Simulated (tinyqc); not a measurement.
From results back to parameters: direct gap of a germanium-like layer under biaxial tension. Three cases, with inputs chosen for the exercise.

Problem. A (001) layer under biaxial tension e_par has ezz = -2 (C12/C11) e_par, Ec = Eg + ac tr(e), E(HH) = -P - Q and E(LH) = -P + (Q - Dso + sqrt(Dso^2 + 2 Dso Q + 9 Q^2))/2 with P = -av tr(e), Q = -b (e_par - ezz). The transition from the light-hole edge is given.

Case 1.

Values chosen (near those of Ge, gaps at low temperature; the results hold for these values, not for the real material):
- Eg = 0.909 eV (gap at Gamma to the s-like level)
- Dso = 0.287 eV (spin-orbit splitting)
- ac = -8.29 eV (conduction deformation potential)
- av = 1.25 eV (valence hydrostatic potential)
- b = -2.56 eV (tetragonal shear potential)
- C11 = 126.1 GPa
- C12 = 47.6 GPa

Ec - E(LH) = 0.627955 eV

Case 2.

Values chosen (near those of Ge, gaps at low temperature; the results hold for these values, not for the real material):
- Eg = 0.902 eV (gap at Gamma to the s-like level)
- Dso = 0.292 eV (spin-orbit splitting)
- ac = -8.21 eV (conduction deformation potential)
- av = 1.23 eV (valence hydrostatic potential)
- b = -2.58 eV (tetragonal shear potential)
- C11 = 129 GPa
- C12 = 48.8 GPa

Ec - E(LH) = 0.601406 eV

Case 3.

Values chosen (near those of Ge, gaps at low temperature; the results hold for these values, not for the real material):
- Eg = 0.884 eV (gap at Gamma to the s-like level)
- Dso = 0.291 eV (spin-orbit splitting)
- ac = -8.08 eV (conduction deformation potential)
- av = 1.22 eV (valence hydrostatic potential)
- b = -2.57 eV (tetragonal shear potential)
- C11 = 126.6 GPa
- C12 = 49.1 GPa

Ec - E(LH) = 0.679725 eV

Find: e_par; Ec - E(HH).

Solution. Ec - E(LH) falls steadily with tension, so bisection between 0 and 4 % gives the only root; then Ec - E(HH) = Eg + (ac - av) tr(e) + Q.

Case 1.

e_par = 1.560 %
Ec - E(HH) = 0.7938 eV

Case 2.

e_par = 1.670 %
Ec - E(HH) = 0.7817 eV

Case 3.

e_par = 1.180 %
Ec - E(HH) = 0.8035 eV

Computed by tinyqc, one run a case: `OMP_NUM_THREADS=1 python tinyqc.py N N+1 out.jsonl` with N = 1081206, 1081296, 1081303; one thread of a shared Intel(R) Xeon(R) Processor @ 2.30GHz, about 0.01 s a run at most.
